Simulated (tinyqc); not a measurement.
MESFET, gradual channel with velocity saturation: one step of the calculation.

A uniformly doped n-type channel, depleted from the top by a Schottky gate; at channel potential V the depleted share of a is u = sqrt((Vbi - Vg + V)/Vp), s at the source. Electrons drift with v = mu E/(1 + mu E/vsat). Abrupt depletion edge, no series resistance, source at 0.

Task. The saturation point by Newton steps. a is the channel (half-)thickness, Vp its pinch-off voltage and Z = mu Vp/(vsat L); an iterate with u > 1 is an overshoot, not a physical state. f = (1 - u)(1 + Z (u^2 - s^2)) - Z F/3, F = 3 (u^2 - s^2) - 2 (u^3 - s^3); f' = -(1 + Z (u^2 - s^2)); u(new) = u - f/f'.

u after iteration 1 = 1.0002344
Z = 11.113705
s = 0.71905216

Wanted: f; f'; u after iteration 2.

Result.

f = -0.7144
f' = -6.373
u after iteration 2 = 0.8881

Computed by the program tinyqc: `OMP_NUM_THREADS=1 python tinyqc.py 2500056 2500057 out.jsonl`, one thread of a shared Intel Xeon 2.30GHz, about 0.05 s for the whole run.
